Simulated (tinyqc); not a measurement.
Metal gate on a two-layer dielectric stack with fixed charge and a dipole: one step of the calculation.

Gate, layer 2, layer 1, p-type semiconductor; x runs from the gate inwards. Charges are counted in units of +q. psi is the band bending at the surface, positive towards inversion. Classical charge, Boltzmann statistics, no interface traps.

Task. Equivalent thickness and work-function difference. EOT = 3.9 (t1/e1 + t2/e2), Cox = eps0/(t1/e1 + t2/e2); phi_ms = pM - (chi + Eg - Vt ln(Nv/Na)).

Values chosen for this exercise; band and dielectric values close to those of silicon, layer 1 close to silicon dioxide, layer 2 close to hafnium oxide:
```
symbol,value,unit,meaning
T,300,K,temperature
Eg,1.14,eV,band gap
Nv,2.66e19,cm^-3,valence-band density of states at T
chi,4,eV,electron affinity
Na,7.1e16,cm^-3,acceptor density
pM,4.54,eV,work function of the gate metal
t1,1.8,nm,"thickness of layer 1, next to the semiconductor"
e1,3.98,,relative permittivity of layer 1
t2,4.3,nm,"thickness of layer 2, next to the gate"
e2,21.6,,relative permittivity of layer 2
```

Constants: q = 1.602176634e-19 C, kB = 1.380649e-23 J/K, Vt = kB T/q, eps0 = 8.8541878128e-14 F/cm where lengths are in cm. Results are converted to the units shown.

Wanted: EOT; Cox; share of layer 1 in the EOT; phi_ms.

Result.

EOT = 2.540 nm
Cox = 1.359 uF/cm^2
share of layer 1 in the EOT = 69.44 %
phi_ms = -0.4468 V

Program tinyqc, `OMP_NUM_THREADS=1 python tinyqc.py 2010075 2010076 out.jsonl`; Intel Xeon 2.30GHz, shared host, one thread, about 0.01 s.
